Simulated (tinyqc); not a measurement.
Capture against depth of the level: configuration-coordinate model of carrier capture at a defect.

Two parabolas of equal curvature k in one coordinate Q: with the carrier free at the band edge, U_f = k Q^2/2; with the carrier trapped, U_t = k (Q - dQ)^2/2 - ET. ER = k dQ^2/2, Huang-Rhys factor S = ER/hw, hw = 0.0646541 sqrt(k/M) eV for k in eV/angstrom^2 and M in u. The curves cross at a height Eb = (ER - ET)^2/(4 ER) above the free minimum.

Multiphonon factor for giving p = ET/hw phonons to the lattice: W = exp(-S (2 nb + 1)) ((nb + 1)/nb)^(p/2) I_p(x), nb = 1/(exp(hw/kT) - 1), x = 2 S sqrt(nb (nb + 1)), I_p the modified Bessel function. Classical limit: W = hw exp(-Eb/kT)/sqrt(4 pi ER kT). At T = 0: exp(-S) S^p/Gamma(p + 1).

Constants: kB = 8.617333262e-05 eV/K.

Values chosen for the exercise (out of a larger set: of the size met at a DX centre in AlGaAs; not measured data):

| symbol | value | unit | meaning |
|---|---|---|---|
| ER | 0.63 | eV | relaxation energy |
| hw | 0.01 | eV | phonon energy of the mode |
| T | 150 | K | temperature |

ET is varied at fixed ER, hw and T, as by moving the band edge with alloying or pressure.

Against ET:

| ET/ER | ET (eV) | Eb (eV) | log10 W | log10 W, classical |
|---|---|---|---|---|
| 0.10 | 0.063 | 0.1276 | -5.722 | -5.791 |
| 0.25 | 0.158 | 0.0886 | -4.420 | -4.482 |
| 0.50 | 0.315 | 0.0394 | -2.790 | -2.828 |
| 0.75 | 0.472 | 0.0098 | -1.827 | -1.836 |
| 1.25 | 0.787 | 0.0098 | -1.835 | -1.836 |
| 1.50 | 0.945 | 0.0394 | -2.763 | -2.828 |
| 2.00 | 1.260 | 0.1575 | -6.343 | -6.797 |
| 3.00 | 1.890 | 0.6300 | -19.686 | -22.672 |

Give the missing row, ET/ER = 1.00, ET (eV) = 0.630.

Computed row:
```
ET/ER  ET (eV)  Eb (eV)  log10 W  log10 W, classical
1.00     0.630   0.0000   -1.515              -1.505
```

Capture is fastest at ET/ER = 1 among these rows, where the barrier vanishes or nearly so. The classical form is symmetric about ET = ER; the quantum one gives -2.79 at 0.5 and -2.76 at 1.5, against -2.83 for both. At ET = 3 ER it lies 3.0 decades above the classical value: deep levels capture by emitting many phonons, and the rate falls with depth by 21.2 decades per eV between the last two rows. Rows deeper than the gap of the host are formal.

Program tinyqc; command `OMP_NUM_THREADS=1 python tinyqc.py 1482080 1482081 out.jsonl`; about 0.01 s on one thread of a shared Intel(R) Xeon(R) Processor @ 2.30GHz.
